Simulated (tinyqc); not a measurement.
Electroplating on a thin resistive seed layer: kinetics, Wagner number and the terminal effect across a wafer: one step, computed by the program tinyqc.

Current enters the seed at the rim. The bath is treated as a local resistance per area (no lateral flow in the liquid), two electrons per ion, molar volume 7.11 cm^3/mol, Faraday constant F = e N_A, kinematic viscosity 0.01 cm^2/s, omega = 2 pi x rpm/60; k_B T/e is in volts.

Task: Linear estimate of the terminal effect. Linearised: with R_t = kinetic + bath resistance the current density obeys (1/r)(r i')' = i R_s/R_t, so i = A I_0(r/l), l = sqrt(R_t/R_s); with x = R/l, edge/centre = I_0(x) and edge/mean = x I_0(x)/(2 I_1(x)). Voltage drop in the seed for a uniform current: i R_s R^2/4.

Inputs (values chosen for the exercise, of the order of those for copper plating from an acid sulfate bath): wafer radius R = 15 cm; mean current density = 2.1 mA/cm^2; temperature T = 298 K.

kinetic resistance = 23.07246 ohm cm^2

bath resistance R_b = 128.8889 ohm cm^2

sheet resistance R_s = 6.551724 ohm/square

Give: length l; x = R/l; edge over centre, linear; edge over mean, linear; drop for uniform current.

Result:

length l = 4.816 cm

x = R/l = 3.115

edge over centre, linear = 5.358

edge over mean, linear = 1.904

drop for uniform current = 773.9 mV
